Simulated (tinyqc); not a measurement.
Resonant-tunnelling diode, transfer matrices and Tsu-Esaki current: effect of the Fermi energy.

Emitter (band edge 0), barrier d1, well Lw, barrier d2, collector (edge -V). The bias drops linearly over these layers and none in the contacts; each layer is cut into ns equal slices, flat at the value of their centres. E is the energy of motion across the layers, C = hbar^2/(2 m0), psi and psi'/m are continuous. Transport is coherent, T(E) is taken as independent of the transverse momentum, and charge in the well is ignored.

For the pair (psi, psi'/m) a flat layer has M = [[cos kd, (m/k) sin kd], [-(k/m) sin kd, cos kd]] with k = sqrt(m (E - U)/C) above its edge U, and M = [[cosh Kd, (m/K) sinh Kd], [(K/m) sinh Kd, cosh Kd]] with K = sqrt(m (U - E)/C) below it. Later slices stand to the left. With M acting on (psi, psi'/m) and v = k/m in each lead, T(E) = 4 vL vR/[(vL vR M12 - M21)^2 + (vR M11 + vL M22)^2]. J = J0 times the integral over E > 0 of T(E) N(E), N = ln[(1 + exp((Ef - E)/Vt))/(1 + exp((Ef - V - E)/Vt))], J0 = q^2 mw m0 kB T/(2 pi^2 hbar^3) (times 1e-4 for A/cm^2 per eV). The integral is converged to the digits shown. Er is the first maximum of T(E) at this bias.

Inputs (values chosen for the exercise); masses and offsets of a made-up heterostructure: temperature T = 150 K; mass in the well, spacer and contacts mw = 0.031 m0; barrier height U1 = 1.2 eV; barrier mass m1 = 0.12 m0; emitter barrier d1 = 1.4 nm; well width Lw = 4.2 nm; collector barrier d2 = 1.9 nm; slices in each layer ns = 1; bias of the collector V = 0.27 V.

Constants: q = 1.602176634e-19 C, kB = 1.380649e-23 J/K, hbar = 1.054571817e-34 J s, m0 = 9.1093837015e-31 kg, Vt = kB T/q, hbar^2/(2 m0) = 0.0380998212 eV nm^2. Results are converted to the units shown.

Result of one run:
```
Ef (eV)  N at Er = 0.0735 eV  J (kA/cm^2)
0.103                  2.379        32.15
```

What becomes of these results when the Fermi energy of both contacts above their band edges Ef is changed from 0.103 to 0.138 eV, all else the same?

Result of the changed run:
```
Ef (eV)  N at Er = 0.0735 eV  J (kA/cm^2)
0.138                  4.997        67.59
```

The whole series:
```
Ef (eV)  N at Er = 0.0735 eV  J (kA/cm^2)
0.018                0.01356       0.2005
0.035                0.04962       0.7181
0.052                 0.1735        2.448
0.069                 0.5342        7.360
0.086                  1.289        17.51
0.103                  2.379        32.15
0.121                  3.700        49.99
0.138                  4.997        67.59
```

J rises from 0.201 to 67.6 kA/cm^2, a factor of 337, while N at the resonance grows by 368. The two agree within 10 %, so the resonance carries the current.

Numbers from tinyqc (`OMP_NUM_THREADS=1 python tinyqc.py 2600011 2600012 out.jsonl`; about 0.08 s on one thread of a shared Intel Xeon 2.30GHz).
